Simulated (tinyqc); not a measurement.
Potential-pH (Pourbaix) lines of a metal, its cation, its oxide and an oxyanion, with a complexing ligand: one step, computed by the program tinyqc.

Potentials are against the standard hydrogen electrode; solids and water have unit activity; dG_f of M, H+ and the electron is zero; F = e N_A and s = R T ln(10)/F. The cation carries z = 3.

Question. Mixed potential with oxygen reduction. Anodic i = i0a 10^((E - E_a)/b_a) with E_a the cation line with ligand; cathodic i = i0c 10^((E_c - E)/b_c) with E_c the oxygen line; supply caps the cathodic current, 1/i_c = 1/i(Tafel) + 1/i_L. E_corr makes the two currents equal. Without the cap it would be [b_c E_a + b_a E_c + b_a b_c log10(i0c/i0a)]/(b_a + b_c). Rate = i V_m/(z F). Films are left out.

Inputs (values chosen for the exercise, modelled on aluminium): temperature T = 298.15 K; limiting current density i_L = 3.5e-05 A/cm^2; molar volume V_m = 10 cm^3/mol.

Species: M, M3+, M2O3, MO2(-).

exchange current densities, metal and cathodic (A/cm^2): 9.7e-07  3.4e-10

Tafel slopes, anodic and cathodic (mV/decade): 90  120

cation line with ligand = -1.774202 V

oxygen line = 0.9626744 V

Constants: e = 1.602176634e-19 C; N_A = 6.02214076e+23 1/mol.

Give: E_corr without the cap; corrosion potential E_corr; corrosion current density; i/i_L; etch rate.

Answer.

E_corr without the cap = -0.7790 V

corrosion potential E_corr = -1.634 V

corrosion current density = 3.50e-05 A/cm^2

i/i_L = 1

etch rate = 0.7255 nm/min

The current sits at the supply limit: stirring or more oxidant, not the ligand, sets the rate. Caution: other oxidation states, hydroxides and hydrides are left out, and the lines say nothing of rates. Caution: E_corr lies below the hydrogen line, so hydrogen evolution, left out here, adds cathodic current.
